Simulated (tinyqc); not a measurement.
From results back to parameters: free and nearly free electrons in a metal. Three cases, with inputs chosen for the exercise.

Problem. A free-electron metal with 4 atoms in the cubic cell and z electrons an atom has EF = c kF^2/m, (hbar omega_p)^2 = 8 pi c (e^2/(4 pi eps0)) n/m and kF = (3 pi^2 n)^(1/3), c = hbar^2/2m0.

Constants: hbar^2/2m0 = 3.80998211 eV angstrom^2; e^2/(4 pi eps0) = 14.39964547 eV angstrom.

Case 1.

Values chosen (out of a larger set: near those of Al; not measured data): a = 4.057 angstrom (fcc lattice constant).

EF = 10.55654 eV
hbar omega_p = 15.00873 eV

Case 2.

Values chosen (out of a larger set: near those of Al; not measured data): a = 4.016 angstrom (fcc lattice constant).

EF = 11.85051 eV
hbar omega_p = 15.98297 eV

Case 3.

Values chosen (out of a larger set: near those of Co, whose d bands this model ignores; not measured data): a = 3.531 angstrom (fcc lattice constant).

EF = 11.69863 eV
hbar omega_p = 15.82908 eV

Find: kF; m; z.

Solution. (hbar omega_p)^2/EF = (8/(3 pi)) (e^2/(4 pi eps0)) kF gives kF; EF then gives m, and n = kF^3/(3 pi^2) gives z.

Case 1.

kF = 1.7458 1/angstrom
m = 1.10 m0
z = 3.00

Case 2.

kF = 1.7636 1/angstrom
m = 1.00 m0
z = 3.00

Case 3.

kF = 1.7523 1/angstrom
m = 1.00 m0
z = 2.00

Computed by tinyqc, one run a case: `OMP_NUM_THREADS=1 python tinyqc.py N N+1 out.jsonl` with N = 1650436, 1650470, 1650634; one thread of a shared Intel(R) Xeon(R) Processor @ 2.30GHz, about 0.01 s a run at most.
